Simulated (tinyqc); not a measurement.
Dopants and charged point defects at anneal temperature: Fermi-level effect, clustering and pairing: one step, computed by the program tinyqc. Command: `OMP_NUM_THREADS=1 python tinyqc.py 3020581 3020582 out.jsonl pairing walk`. One thread of a shared host (Intel(R) Xeon(R) Processor @ 2.30GHz), about 0.01 s of CPU time with the checks.

Boltzmann statistics and full ionisation of active dopants. Energies are counted from the valence band; the defect (a vacancy or self-interstitial) has five charge states, with all degeneracy factors one.

Task: The host at the anneal temperature. E_g = E_g0 - alpha T^2/(T + beta). N_c = 2 M_c (2 pi m_e k_B T/h^2)^(3/2) and N_v = 2 (2 pi m_h k_B T/h^2)^(3/2), masses in units of m_0. n_i = sqrt(N_c N_v) exp(-E_g/2 k_B T); E_i = E_g/2 + (k_B T/2) ln(N_v/N_c).

Inputs (values chosen for the exercise, with bands modelled on 4H-SiC):
```
quantity                 value  unit
gap at 0 K E_g0           3.22    eV
Varshni alpha         0.000327  eV/K
Varshni beta               683     K
electron mass m_e        0.402   m_0
valleys M_c                  3     -
hole mass m_h             2.01   m_0
anneal temperature T      1400     K
```

Dopant: acceptor. Second part: pairing with a mobile impurity.

Constants: m_0 = 9.1093837015e-31 kg; k_B = 1.380649e-23 J/K; h = 6.62607015e-34 J s; k_B = 8.617333262e-05 eV/K.

Give: E_g; k_B T; n_i; E_i; effective density of states N_b of the majority band.

Result:

E_g = 2.9123 eV

k_B T = 0.12064 eV

n_i = 2.1394e+15 cm^-3

E_i = 1.5355 eV

effective density of states N_b of the majority band = 7.2090e+20 cm^-3
